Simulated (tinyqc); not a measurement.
## Inductance and parasitic capacitance from two readings

Inverse problem. A loss-free coil L in parallel with C shows the apparent inductance L/(1 - w^2 L C), w = 2 pi f. Find L, C and the self-resonance 1/(2 pi sqrt(L C)).

apparent inductance at 4.3 and 9.4 GHz (nH): 5.5557689  11.240084

Solution. The inverse of the reading is 1/L - w^2 C, a straight line in w^2.

L = 4.90 nH
C = 33.0 fF
self-resonance = 12.5 GHz

Computed by the program tinyqc: `OMP_NUM_THREADS=1 python tinyqc.py 2302105 2302106 out.jsonl`, one thread of a shared Intel Xeon 2.30GHz, about 0.02 s for the whole run.
